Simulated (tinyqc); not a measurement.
Resistance of a circular point contact between the ballistic and the diffusive limit: two steps of the calculation.

Two half-spaces of a free-electron metal (one valley, spin 2) meet through a circular opening of radius a in an insulating sheet.

Inputs (values chosen for the exercise):
- n = 5e20 cm^-3 (free-electron density)
- l = 52 nm (mean free path)
- a = 24 nm (radius of the opening)

Constants: q = 1.602176634e-19 C, hbar = 1.054571817e-34 J s. Results are converted to the units shown.

Question 1. Fermi wave number and resistivity. kF = (3 pi^2 n)^(1/3), resistivity rho = hbar kF/(n q^2 l). Maxwell: RM = rho/(2 a); Sharvin: RS = 4 rho l/(3 pi a^2); interpolation R = RS + gamma RM, gamma = (1 + 0.83 K)/(1 + 1.33 K), K = l/a.

Find: kF; rho; modes (kF a)^2/4.

Answer 1.

kF = 2.455 1/nm
rho = 38.80 uohm cm
modes (kF a)^2/4 = 868.2

Question 2. Resistances. 

rho = 38.798270 uohm cm

Give: RM; RS; gamma; R.

Answer 2.

RM = 8.083 ohm
RS = 14.87 ohm
gamma = 0.7209
R = 20.69 ohm

The Sharvin term makes up 71.8 % of R; it equals (h/2q^2) over the number of modes.

Numbers from tinyqc (`OMP_NUM_THREADS=1 python tinyqc.py 2760051 2760052 out.jsonl`; about 0.01 s on one thread of a shared Intel Xeon 2.30GHz).
